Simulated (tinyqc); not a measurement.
Trap spacing and activation energy from three currents.

Inverse problem. In its exponential range, without heating, an amorphous layer of thickness ua passes I = (I0/2) exp[-(Ea - q V dz/(2 ua))/kB T]. Find dz, Ea and I0.

Inputs (values chosen for the exercise):

| symbol | value | unit | meaning |
|---|---|---|---|
| ua | 39 | nm | amorphous thickness |

Constants: q = 1.602176634e-19 C, kB = 1.380649e-23 J/K. Results are converted to the units shown.

I at (0.31 V, 330 K), (0.47 V, 330 K) and (0.47 V, 370 K) (nA): [4903.5553, 8302.3361, 16838.896]

Answer. The two voltages give dz/ua, the two temperatures the lowered barrier.

dz = 7.30 nm
Ea = 0.230 eV
I0 = 11.5 mA

Program tinyqc, `OMP_NUM_THREADS=1 python tinyqc.py 2490129 2490130 out.jsonl`; Intel Xeon 2.30GHz, shared host, one thread, about 0.01 s.
